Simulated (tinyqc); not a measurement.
Worked calculation: plane-wave Kohn-Sham cycle with exchange-only LDA in a layered model solid. One step of it, computed by the program tinyqc.

Problem. Iteration 2: levels at that k. Diagonalise the Hermitian matrix.

H (hartree), lower triangle:
```
           -2         -1         +0         +1        +2
-2   1.852761
-1  -0.178321   0.160442
+0  -0.060597  -0.178321  -0.178021
+1  -0.000085  -0.060597  -0.178321   0.837370
+2  -0.000001  -0.000085  -0.060597  -0.178321  3.206616
```

Give: eigenvalues.

Solution.

eigenvalues (hartree): -0.295  0.224  0.857  1.872  3.221
